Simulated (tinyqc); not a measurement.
Octagonal on-chip spiral inductor, lumped pi model: two steps of the calculation.

Outer diameter do = di + 2 n wd + 2 (n - 1) sp, mean da = (do + di)/2, fill p = (do - di)/(do + di), length l = 3.314 n da. L = 2.25 mu0 n^2 da/(1 + 3.55 p), mu0 = 4 pi 1e-7 H/m. Rs = rho l/(wd delta (1 - exp(-th/delta))), delta = sqrt(rho/(pi f mu0)). Cs = n wd^2 eps0 eo/hu across the coil. At each end Cox = l wd eps0 eo/(2 ho) leads to the substrate branch Rsi = 2 rs he/(l wd) in parallel with Csi = l wd eps0 11.7/(2 he). With one end grounded Y = 1/(Rs + i w L) + i w Cs + 1/[1/(i w Cox) + 1/(1/Rsi + i w Csi)], w = 2 pi f; Q = -Im Y/Re Y. Eddy currents in neighbouring turns and in the substrate are left out.

Inputs (values chosen for the exercise); values of the order met in silicon radio-frequency processes:
```
symbol  value     unit                                     meaning
n         1.5                                      number of turns
wd          8       um                                  line width
sp        1.5       um                         space between turns
di         80       um                              inner diameter
th          2       um                             metal thickness
rho         3  uohm cm                           metal resistivity
ho        9.2       um                        oxide below the coil
hu        0.9       um            oxide between coil and underpass
eo        4.1                   relative permittivity of the oxide
rs         10   ohm cm                       substrate resistivity
he         80       um  effective spreading depth in the substrate
f         2.2      GHz                                   frequency
```

Constants: eps0 = 8.8541878128e-12 F/m. Results are converted to the units shown.

Question 1. Geometry and model elements. do, l, L, delta, Rs, Cs, Cox, Rsi and Csi as defined.

Wanted: do; l; L; delta; Rs; Cs; Cox; Rsi; Csi.

Answer 1.

do = 105.5 um
l = 461.1 um
L = 0.3965 nH
delta = 1.859 um
Rs = 1.411 ohm
Cs = 3.872 fF
Cox = 7.277 fF
Rsi = 4338 ohm
Csi = 2.388 fF

Question 2. Admittance, quality factor and apparent inductance. Series branch 1/(Rs + i w L), substrate branch, total Y, Q = -Im Y/Re Y, apparent inductance Im(1/Y)/w, metal-only value w L/Rs, share of the loss in the substrate Re(substrate branch)/Re Y.

L = 0.39653755 nH
Rs = 1.4114927 ohm
Cs = 3.8722315 fF
Cox = 7.2771685 fF
Rsi = 4337.8279 ohm
Csi = 2.3881537 fF

Find: series branch; substrate branch; Y; Q; apparent inductance; w L/Rs; share of the loss in the substrate.

Answer 2.

series branch = 44.06-171.09i mS
substrate branch = 0.032858+0.081550i mS
Y = 44.09-170.96i mS
Q = 3.8774
apparent inductance = 0.39677 nH
w L/Rs = 3.8834
share of the loss in the substrate = 0.074523 %

Q is 99.8 % of the metal-only value.

Computed by the program tinyqc: `OMP_NUM_THREADS=1 python tinyqc.py 2302208 2302209 out.jsonl`, one thread of a shared Intel Xeon 2.30GHz, about 0.01 s for the whole run.
